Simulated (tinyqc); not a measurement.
Inside a calculation. Method: Hubbard chain of 2 sites. One step of it, computed by the program tinyqc.

Problem. The many-body Hamiltonian. Basis: all placements (u, d, 2, 0 on each site), up operators ordered before down ones; hops carry the sign of the same-spin electrons passed.

one-body matrix (hopping and site energies) (eV):
```
           1          2
1   0.000000  -0.850000
2  -0.850000   0.000000
```

U = 12.000000 eV

electrons, up and down: 1  1

Give: H.

Solution.

H (eV), lower triangle:
```
        20      ud      du      02
20  12.000
ud  -0.850   0.000
du  -0.850   0.000   0.000
02   0.000  -0.850  -0.850  12.000
```
